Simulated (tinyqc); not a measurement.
One-electron ion in a basis of Gaussians, step by step. One step of it, computed by the program tinyqc.

Question. Matrices over normalised Gaussians. With p = a_i + a_j and I(k) = Gamma((k+1)/2) / (2 p^((k+1)/2)): S = I(2l+2), T = (2l+3) a_i a_j S / p, V = -Z I(2l+1), each divided by sqrt(S_ii S_jj).

exponents of r^l exp(-a r^2) (1/bohr^2): 2.308000  8.414000  30.670000  111.800000  407.600000  1486.000000

Z = 5

l = 0

Give: S; T; V.

Answer.

S, lower triangle:
```
        1       2       3       4       5       6
1  1.0000
2  0.7453  1.0000
3  0.3645  0.7453  1.0000
4  0.1494  0.3645  0.7453  1.0000
5  0.0579  0.1494  0.3645  0.7452  1.0000
6  0.0221  0.0579  0.1494  0.3644  0.7453  1.0000
```

T (hartree), lower triangle:
```
        1        2        3         4         5          6
1  3.4620
2  4.0494  12.6210
3  2.3470  14.7629  46.0050
4  1.0135   8.5567  53.8121  167.7000
5  0.3986   3.6945  31.1868  196.1527  611.4000
6  0.1526   1.4530  13.4654  113.6753  715.1355  2229.0000
```

V (hartree), lower triangle:
```
          1         2         3         4          5          6
1  -12.1215
2  -13.7681  -23.1442
3  -11.8089  -26.2880  -44.1872
4   -9.0035  -22.5475  -50.1896  -84.3647
5   -6.6128  -17.1905  -43.0466  -95.8242  -161.0858
6   -4.8053  -12.6260  -32.8192  -82.1851  -182.9665  -307.5739
```
